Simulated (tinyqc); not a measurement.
# Minority carriers and saturation current of a heavily doped emitter, step by step

Program tinyqc, `OMP_NUM_THREADS=1 python tinyqc.py 2330127 2330128 out.jsonl`; Intel Xeon 2.30GHz, shared host, one thread, about 0.01 s. Printed values are rounded.

n-type, parabolic bands, full ionisation. eta = (EF - Ec)/kB T solves N = Nc F12(eta), F12(x) = (2/sqrt(pi)) int_0^infinity sqrt(u)/(1 + exp(u - x)) du. The gap shrinks rigidly by dEg = E1 [ln(N/N0) + sqrt(ln^2(N/N0) + 0.5)], an empirical law that is here taken as the true narrowing.

Inputs (values chosen for the exercise); band and dielectric values close to those of silicon:
```
symbol,value,unit,meaning
T,300,K,temperature
Eg,1.1,eV,band gap
Nc,2.83e19,cm^-3,conduction-band density of states at 300 K
Nv,2.65e19,cm^-3,valence-band density of states at 300 K
N,6.5e18,cm^-3,ionised donor density
E1,7.3,meV,energy of the narrowing law
N0,1.8e17,cm^-3,density of the narrowing law
mup,190,cm^2/(V s),minority-hole mobility
Cn,1.9e-31,cm^6/s,Auger coefficient
ts,2.7,us,defect lifetime
W,66,nm,emitter width
S,1600,cm/s,recombination velocity at the contact
```

Constants: q = 1.602176634e-19 C, kB = 1.380649e-23 J/K, Vt = kB T/q. Results are converted to the units shown.

Range of the model: Band tails, non-parabolic bands and incomplete ionisation are left out.

## Iteration 1: Fermi level

eta at the start (Boltzmann value) = -1.4711

Newton step on ln F12(eta) = ln(N/Nc): eta(new) = eta - ln(Nc F12/N) F12/Fm, Fm(x) = dF12/dx = (1/sqrt(pi)) int_0^infinity u^(-1/2)/(1 + exp(u - x)) du.

F12 = 0.213055
Fm = 0.198213
eta after iteration 1 = -1.39033

## Course of the iteration

Stop when eta changes by less than 1e-9.

Course of the iteration:

| iteration | eta | change |
|---|---|---|
| 1 | -1.39033 | 0.0808 |
| 2 | -1.39011 | 2.15e-4 |
| 3 | -1.39011 | 1.59e-9 |
| 4 | -1.39011 | 0 |

Converged in 4 iterations.

## Effective intrinsic density

converged eta = -1.39011

ni = sqrt(Nc Nv) exp(-Eg/(2 Vt)), Eg in volts; degeneracy factor g = F12(eta) exp(-eta); nie^2 = ni^2 exp(dEg/kB T) g, p0 = nie^2/N; apparent narrowing dEg + kB T ln g.

ni = 1.57733e10 cm^-3
dEg = 52.8684 meV
g = 0.922244
apparent narrowing = 50.7758 meV
nie = 4.21134e10 cm^-3
p0 = 272.852 cm^-3

Narrowing multiplies p0 by 7.73 and degeneracy by 0.922.

## Saturation current

1/tau = Cn N^2 + 1/ts, D = mup Vt, L = sqrt(D tau); J0 = (q p0 D/L)(s + tanh(W/L))/(1 + s tanh(W/L)), s = S L/D; the share recombining inside is 1 - 1/[cosh(W/L)(1 + tanh(W/L)/s)].

tau = 119.078 ns
L = 7647.85 nm
s = 0.249122
J0 = 72.2129 fA/cm^2
share recombining inside = 3.35166 %

The emitter is transparent: most holes reach the contact.
